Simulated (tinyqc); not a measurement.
Length offset and series resistance from crossing lines.

Inverse problem. R_total = Rs + k (L - dL)/Vo with constant Rs, dL and k. Find k, dL and Rs.

R_total at (L, Vo) = (50, 0.38), (100, 0.38), (50, 0.81) and (100, 0.81), L in nm and Vo in V (ohm um): [741.26316, 1346.5263, 517.62963, 801.58025]

Answer. At each overdrive R is a straight line in L with slope k/Vo; the two lines cross at L = dL, R = Rs.

k = 4.60 ohm um V/nm
dL = 15.2 nm
Rs = 320 ohm um

Numbers from tinyqc (`OMP_NUM_THREADS=1 python tinyqc.py 2282114 2282115 out.jsonl`; about 0.03 s on one thread of a shared Intel Xeon 2.30GHz).
